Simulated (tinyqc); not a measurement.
Van der Pauw, Hall and four-point-probe measurements on a doped layer: one step of the calculation.

A uniform p-type layer with sheet resistance Rs = 1/(q ns mu), point contacts, low field (mu B small).

Task. Sheet density, mobility and bulk values. Rs = 1/z; Hall sheet density B I/(q |VH|); Hall mobility |VH|/(Rs B I); true values ns = rH times the Hall density, mu = Hall mobility/rH; bulk density ns/t, resistivity Rs t; correction factor F = Rs/[(pi/ln 2)(RA + RB)/2].

Parameters, values chosen for the exercise: Hall factor rH = 0.8; magnetic field B = 0.55 T; current I = 500 uA; thickness of the layer t = 15 nm.

Constants: q = 1.602176634e-19 C. Results are converted to the units shown.

converged z = 0.43675335 mS
VH = 2.9215574 mV
RA = 54.158021 ohm
RB = 1921.4553 ohm

Give: Rs; Hall sheet density; Hall mobility; ns; mu; bulk density; resistivity; F.

Result.

Rs = 2289.6 ohm/square
Hall sheet density = 5.8750e13 cm^-2
Hall mobility = 46.400 cm^2/(V s)
ns = 4.7000e13 cm^-2
mu = 58.000 cm^2/(V s)
bulk density = 3.1333e19 cm^-3
resistivity = 0.0034344 ohm cm
F = 0.51141

Numbers from tinyqc (`OMP_NUM_THREADS=1 python tinyqc.py 2850163 2850164 out.jsonl`; about 0.01 s on one thread of a shared Intel Xeon 2.30GHz).
